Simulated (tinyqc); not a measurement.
Semiconductor laser, carrier and photon rate equations: two steps of the calculation.

Carrier density N and photon density S in one mode: dN/dt = F1 = eta I/(q V) - (A N + B N^2 + C N^3) - vg g S; dS/dt = F2 = G vg g S + G be B N^2 - S/tp, with g = g0 ln(N/Ntr)/(1 + ec S). Output power P = Fo Eph S V/(G tp). No heating, no carrier transport.

Parameters, values chosen for the exercise: active volume V = 8.9e-12 cm^3; confinement factor G = 0.091; group velocity vg = 7.22e9 cm/s; gain coefficient g0 = 1900 1/cm; transparency density Ntr = 1.6e18 cm^-3; gain compression ec = 9.3e-18 cm^3; photon lifetime tp = 4 ps; defect recombination coefficient A = 2.4e8 1/s; radiative coefficient B = 1e-10 cm^3/s; Auger coefficient C = 1.5e-29 cm^6/s; share of spontaneous emission into the mode be = 2.7e-5; injection efficiency eta = 0.8; drive current I = 8.3 mA.

Constants: q = 1.602176634e-19 C. Results are converted to the units shown.

Question 1. Threshold. gth = 1/(G vg tp), Nth = Ntr exp(gth/g0), Ith = q V (A Nth + B Nth^2 + C Nth^3)/eta. Above it S is near G tp eta (I - Ith)/(q V). Carrier lifetime at threshold Nth/(A Nth + B Nth^2 + C Nth^3).

Wanted: gth; Nth; Ith; estimate of S; carrier lifetime.

Answer 1.

gth = 380.51 1/cm
Nth = 1.9548e18 cm^-3
Ith = 1.7170 mA
estimate of S = 1.3444e15 cm^-3
carrier lifetime = 2.0292 ns

Question 2. Steady state by Newton steps. Jacobian, with a = g0/(N (1 + ec S)) and d = g/(1 + ec S): J11 = -(A + 2 B N + 3 C N^2) - vg a S, J12 = -vg d, J21 = G vg a S + 2 G be B N, J22 = G vg d - 1/tp. Solve J d = -F and add d to (N, S).

(N, S) at the start (Nth and the estimate of S): N (1e18 cm^-3) 1.955, S (1e15 cm^-3) 1.34

Find: F1, F2; J; (N, S) after iteration 1.

Answer 2.

F1, F2 (1e27 cm^-3/s): [0.05491, -0.003924]

J (1/ns):
```
,N,S
F1,-10.09,-2682
F2,0.8451,-5.970
```

(N, S) after iteration 1: N (1e18 cm^-3) 1.960, S (1e15 cm^-3) 1.343

tinyqc, about 0.01 s, one thread, Intel Xeon 2.30GHz (shared host): `OMP_NUM_THREADS=1 python tinyqc.py 2840104 2840105 out.jsonl`
